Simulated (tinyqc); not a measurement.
## Stress and current directions compared

A cubic crystal with three pairs of conduction valleys along x, y and z; non-degenerate electrons, one relaxation time, masses unchanged. Stress s_ij = X a_i a_j with a the unit vector along the stress; strain e_ii = s11 s_ii + s12 (s_jj + s_kk), e_ij = s44 s_ij/2. Valley shift dE = Xu (n.e.n - trace(e)/3) with n the valley axis; share f proportional to exp(-dE/Vt). Inverse mass along the current d: (n.d)^2/ml + (1 - (n.d)^2)/mt; mu/mu0 = sum f (1/m) over the plain mean of 1/m. Rows: direction of the stress, of size |X|; columns: direction of the current and sign.

Inputs (values chosen for the exercise); values close to those of silicon:
- T = 300 K (temperature)
- s11 = 7.82 1/TPa (compliance)
- s12 = -2.13 1/TPa (compliance)
- s44 = 13 1/TPa (compliance)
- Xu = 9.13 eV (shear deformation potential)
- ml = 0.89 m0 (longitudinal mass)
- mt = 0.192 m0 (transverse mass)
- X = 980 MPa (uniaxial stress (tension positive))

Constants: q = 1.602176634e-19 C, kB = 1.380649e-23 J/K, Vt = kB T/q. Results are converted to the units shown.

mu/mu0:
```
       I [100], tension  I [100], compression  I [110], tension  I [110], compression
[100]            1.3373               0.35586            1.0843               0.83896
[110]            1.2141               0.86658            1.2141               0.86658
[001]           0.83137                1.3221           0.83137                1.3221
[111]            1.0000                1.0000            1.0000                1.0000
```

The largest gain, 1.34, is for stress along [100], tension, current along [100]; the largest loss, 0.356, for [100], compression, current along [100]. Entries equal to one are cases in which the valleys are not split or have equal mass along the current.

Computed by the program tinyqc: `OMP_NUM_THREADS=1 python tinyqc.py 2530093 2530094 out.jsonl`, one thread of a shared Intel Xeon 2.30GHz, about 0.01 s for the whole run.
